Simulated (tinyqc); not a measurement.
Crystal pulling from the melt: segregation, interface stability, heat balance and point-defect regime. From V/G_S back to gradient in the melt G_L. Computed by tinyqc, a small Python program. Command: `OMP_NUM_THREADS=1 python tinyqc.py 3017449 3017450 out.jsonl pull inv`. One thread of a shared host (Intel(R) Xeon(R) Processor @ 2.30GHz), about 0.01 s of CPU time with the checks.

A dilute solute; steady pulling with a flat interface unless it is found unstable.

Inputs (values chosen for the exercise):
```
quantity                  value          unit
pull rate V                 1.1        mm/min
solid conductivity k_S     24.1       W/(m K)
melt conductivity k_L      54.9       W/(m K)
latent heat per volume L   4070        J/cm^3
critical ratio xi_c        0.12  mm^2/(min K)
```

Method. k_S G_S = k_L G_L + L V; the largest rate for this G_S, with G_L = 0, is k_S G_S/L. Voronkov: the crystal grows vacancy-rich if V/G_S > xi_c and interstitial-rich if below; at fixed G_L the neutral rate solves V = xi_c G_S(V).

Question. A run gave the result below. Find the gradient in the melt G_L, known to lie between 8 and 21 K/cm.

V/G_S = 0.1637353 mm^2/(min K)

Answer.

Each step takes the trial c = (a f_b - b f_a)/(f_b - f_a), f being the result less the target and a, b, c the logarithms of the listed values; c replaces end b, the old b replaces a if the sign of f changed, and otherwise f_a is halved.

Scan of the range:
```
gradient in the melt G_L (K/cm)  V/G_S (mm^2/(min K))
8.0                                          0.223644
9.4                                          0.210026
11.0                                         0.196361
13.0                                         0.181592
15.2                                         0.167716
17.9                                         0.153337
21.0                                         0.139595
```

False position (Illinois rule, in the logarithm of the input) inside the bracket:
```
step    end a    end b    trial  V/G_S (mm^2/(min K))
1     15.2000  17.9000  15.9038              0.163714
2     15.2000  15.9038  15.8962              0.163756
3     15.9038  15.8962  15.9000              0.163735
4     15.8962  15.9000  15.9000              0.163735
```

V/G_S falls at every point of a 13-point scan of the range (every second point is shown), so one value fits; it is bracketed by 15.2 and 17.9. Answer: gradient in the melt G_L = 15.90 K/cm.
